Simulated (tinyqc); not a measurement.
Quasiparticle equation with a plasmon-pole self-energy for two band edges: one step. Updating the energies in the Green function. Five cases, with inputs chosen for the exercise.

Question. Solve both equations exactly, put the results in place of a and b, and repeat five times; w is kept.

For each edge E = e + X + Sc(E), with the correlation part Sc(E) = A[0]/(E - a + w) + A[1]/(E - b - w); a and b are the valence and conduction energies that enter the Green function (a = ev, b = ec in the one-shot scheme). Z = 1/(1 - dSc/dE), dSc/dE = -A[0]/(E - a + w)^2 - A[1]/(E - b - w)^2.

Case 1.

Values chosen (scales of the order of those of AlN; the results hold for these values, not for the real material): ev = 0 eV (mean-field valence top); ec = 4.25 eV (mean-field conduction edge); w = 19.8 eV (pole energy); Av = (76.1, 31.3) eV^2 (weights of the valence state on the hole and electron poles); Ac = (30.2, 67.7) eV^2 (the same for the conduction state); Xv = -3.59 eV (exchange minus the mean-field potential, valence); Xc = 3.73 eV (the same, conduction).

Case 2.

Values chosen (scales of the order of those of SiO2; the results hold for these values, not for the real material): ev = 0 eV (mean-field valence top); ec = 5.47 eV (mean-field conduction edge); w = 18.4 eV (pole energy); Av = (64.9, 35.3) eV^2 (weights of the valence state on the hole and electron poles); Ac = (34.4, 69.7) eV^2 (the same for the conduction state); Xv = -3.86 eV (exchange minus the mean-field potential, valence); Xc = 5.43 eV (the same, conduction).

Case 3.

Values chosen (scales of the order of those of Si; the results hold for these values, not for the real material): ev = 0 eV (mean-field valence top); ec = 0.59 eV (mean-field conduction edge); w = 15 eV (pole energy); Av = (34.6, 14.3) eV^2 (weights of the valence state on the hole and electron poles); Ac = (15.3, 32.1) eV^2 (the same for the conduction state); Xv = -1.72 eV (exchange minus the mean-field potential, valence); Xc = 1.45 eV (the same, conduction).

Case 4.

Values chosen (scales of the order of those of GaN; the results hold for these values, not for the real material): ev = 0 eV (mean-field valence top); ec = 1.93 eV (mean-field conduction edge); w = 17 eV (pole energy); Av = (31.1, 11.8) eV^2 (weights of the valence state on the hole and electron poles); Ac = (12.7, 29.6) eV^2 (the same for the conduction state); Xv = -1.84 eV (exchange minus the mean-field potential, valence); Xc = 2.11 eV (the same, conduction).

Case 5.

Values chosen (scales of the order of those of HfO2; the results hold for these values, not for the real material): ev = 0 eV (mean-field valence top); ec = 4.13 eV (mean-field conduction edge); w = 14.5 eV (pole energy); Av = (28, 12.8) eV^2 (weights of the valence state on the hole and electron poles); Ac = (10.8, 25.6) eV^2 (the same for the conduction state); Xv = -2.52 eV (exchange minus the mean-field potential, valence); Xc = 2.04 eV (the same, conduction).

Give: Cycles (eV).

Answer.

Case 1.

Cycles (eV):
```
cycle       Ev      Ec     gap
1      -0.8351  5.5194  6.3545
2      -0.9223  5.6804  6.6027
3      -0.9302  5.7003  6.6305
4      -0.9307  5.7029  6.6336
5      -0.9307  5.7032  6.6339
```

The update moves the gap by +279 meV from the one-shot value; each cycle shrinks the change to about 0.11 of the one before.

Case 2.

Cycles (eV):
```
cycle       Ev      Ec     gap
1      -1.4307  7.8573  9.2880
2      -1.5736  8.2535  9.8271
3      -1.5815  8.3152  9.8968
4      -1.5805  8.3252  9.9057
5      -1.5800  8.3268  9.9069
```

The update moves the gap by +619 meV from the one-shot value; each cycle shrinks the change to about 0.13 of the one before.

Case 3.

Cycles (eV):
```
cycle       Ev      Ec     gap
1      -0.2722  0.8314  1.1036
2      -0.2963  0.8470  1.1433
3      -0.2987  0.8476  1.1463
4      -0.2989  0.8476  1.1465
5      -0.2990  0.8476  1.1465
```

The update moves the gap by +43 meV from the one-shot value; each cycle shrinks the change to about 0.08 of the one before.

Case 4.

Cycles (eV):
```
cycle       Ev      Ec     gap
1      -0.5545  2.8404  3.3949
2      -0.5850  2.9120  3.4970
3      -0.5861  2.9177  3.5038
4      -0.5861  2.9182  3.5043
5      -0.5861  2.9182  3.5043
```

The update moves the gap by +109 meV from the one-shot value; each cycle shrinks the change to about 0.07 of the one before.

Case 5.

Cycles (eV):
```
cycle       Ev      Ec     gap
1      -1.0825  4.8675  5.9500
2      -1.1962  4.9242  6.1204
3      -1.2078  4.9277  6.1355
4      -1.2091  4.9278  6.1369
5      -1.2092  4.9278  6.1370
```

The update moves the gap by +187 meV from the one-shot value; each cycle shrinks the change to about 0.09 of the one before.

Computed by tinyqc, one run a case: `OMP_NUM_THREADS=1 python tinyqc.py N N+1 out.jsonl` with N = 1850016, 1850059, 1850279, 1850294, 1850317; one thread of a shared Intel(R) Xeon(R) Processor @ 2.30GHz, about 0.02 s a run at most.
